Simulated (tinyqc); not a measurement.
# Implant damage, amorphisation by cascade overlap, and solid-phase epitaxial regrowth, step by step

A worked calculation. Computed by tinyqc, a small Python program that keeps every step. Command: `OMP_NUM_THREADS=1 python tinyqc.py 3112664 3112665 out.jsonl sper walk`. One thread of a shared host (Intel(R) Xeon(R) Processor @ 2.30GHz), about 0.01 s of CPU time with the checks. Intermediate numbers are printed to about 5 digits and carried at full precision; extremes and crossings named in words are read from the listed rows.

Range and width of the damage are inputs. Dynamic annealing enters only through the surviving share f.

Inputs (values chosen for the exercise, modelled on silicon ions in germanium):
```
quantity                            value    unit
atomic density N                     44.2  1/nm^3
ion Z1                                 14       -
ion mass M1                            28       u
target Z2                              32       -
target mass M2                      72.63       u
ion energy E                           16     keV
displacement energy E_d                16      eV
depth of the damage peak R_d           11      nm
width of the damage profile s_d       5.9      nm
share of defects that survive f         1       -
critical displaced share x_c         0.13       -
dose Q                            1.5e+15  1/cm^2
overlaps needed n                       1       -
area amorphised by one track A_i      4.8    nm^2
regrowth prefactor v0             3.4e+16    nm/s
regrowth energy E_a                  2.15      eV
anneal temperature                    343       C
rate relative to (100)               0.04       -
peak enhancement by the dopant        7.6       -
ramp rate                             2.6     K/s
```

Constants: a_0 = 0.529177210903 angstrom; e^2/(4 pi eps_0) = 14.39964548 eV angstrom; k_B = 8.617333262e-05 eV/K.

## Damage energy and displacements per ion

Robinson partition: eps = E a M2/(Z1 Z2 (e^2/(4 pi eps_0)) (M1 + M2)), a = 0.8853 a_0/sqrt(Z1^(2/3) + Z2^(2/3)); k = 0.0793 Z1^(2/3) Z2^(1/2) (M1 + M2)^(3/2)/((Z1^(2/3) + Z2^(2/3))^(3/4) M1^(3/2) M2^(1/2)); damage energy T_d = E/(1 + k (eps + 0.40244 eps^(3/4) + 3.4008 eps^(1/6))); displacements nu = 0.8 T_d/(2 E_d).

reduced energy eps = 0.21039

k = 0.26177

damage energy T_d = 9.0173 keV

T_d/E = 0.56358

displacements per ion nu = 225.43

44 % of the energy goes to electrons.

## The amorphous layer

Displaced share x(z) = f nu Q exp(-(z - R_d)^2/(2 s_d^2))/(sqrt(2 pi) s_d N); the layer is amorphous where x > x_c, between R_d -/+ s_d sqrt(2 ln(x_max/x_c)), the upper edge being cut at the surface. Threshold dose Q_c = Q x_c/x_max.

peak displaced share x_max = 5.1730

threshold dose Q_c = 3.7696e+13 1/cm^2

upper edge = 0 nm

lower edge = 27.014 nm

The layer reaches the surface. Caution: x above 1 counts atoms displaced more than once.

## Damage left below the interface

Displaced atoms per area beyond the lower edge z2: f nu Q (1/2) erfc((z2 - R_d)/(sqrt2 s_d)); they are not removed by regrowth.

share of the damage beyond z2 = 0.0033209

displaced atoms beyond z2 = 1.1230e+15 1/cm^2

## Layer against dose

The formulas are those given above.

Dose series; the last column is f nu Q erfc((z2 - R_d)/(sqrt2 s_d))/2:
```
Q (1/cm^2)   x_max  upper edge (nm)  lower edge (nm)  displaced atoms beyond z2 (1/cm^2)
4.15e+13    0.1431           8.4127           13.587                          3.0920e+15
5.65e+13    0.1949           5.6920           16.308                          2.3455e+15
9.42e+13    0.3249           3.0148           18.985                          1.8679e+15
1.51e+14    0.5208           1.1707           20.829                          1.6291e+15
2.64e+14    0.9105           0.0000           22.641                          1.4430e+15
4.52e+14    1.5588           0.0000           24.151                          1.3153e+15
9.42e+14    3.2487           0.0000           25.969                          1.1868e+15
1.88e+15    6.4835           0.0000           27.498                          1.0956e+15
```

A dose 45 times larger moves the lower edge from 13.6 to 27.5 nm, as the root of a logarithm, and the damage beyond it falls by a factor 2.8, since the edge lies on an ever steeper tail. The layer reaches the surface at Q_c exp(R_d^2/(2 s_d^2)) = 2.14e14 per cm^2.

## Overlap model

Gibbons model: a point turns amorphous after n + 1 hits; with y = A_i Q the amorphous share is 1 - exp(-y) sum_(k=0..n) y^k/k!. Doses are set by y.

Amorphous share:
```
y    Q (1/cm^2)  direct impact (n = 0)  given n
0.1  2.0833e+12                0.09516  0.00468
0.3  6.2500e+12                0.25918  0.03694
0.6  1.2500e+13                0.45119  0.12190
1.0  2.0833e+13                0.63212  0.26424
2.0  4.1667e+13                0.86466  0.59399
3.0  6.2500e+13                0.95021  0.80085
5.0  1.0417e+14                0.99326  0.95957
8.0  1.6667e+14                0.99966  0.99698
```

At small y the share grows as y^2; between the first rows the exponent is 1.88.

## Isothermal regrowth

v = v0 x orientation factor x exp(-E_a/(k_B T)) x [1 + (enhancement - 1) exp(-(z - R_d)^2/(2 s_d^2))], T = anneal temperature + 273.15 K; the dopant is taken to follow the damage profile; the lower front moves from the lower edge z2 to the surface, or to the middle (z1 + z2)/2 of a buried layer with upper edge z1; time = int dz/v; the equivalent undoped distance is that time times the undoped velocity.

undoped velocity = 0.0035293 nm/s

distance to regrow = 27.014 nm

time without enhancement = 7654.3 s

equivalent undoped distance = 8.3128 nm

time with enhancement = 2355.4 s

The rate doubles for each 11 K or so near this temperature. Caution: regrowth on (111) is not only slow but leaves twins, which a single velocity does not describe.

## Regrowth during a ramp

On a linear ramp from 200 C regrowth ends at the T_f where int v_undoped dT/(ramp rate) equals the equivalent undoped distance.

temperature at which regrowth ends = 444.89 C

Checks made by the program: tail against quadrature of x(z) N (relative difference below 1e-10).
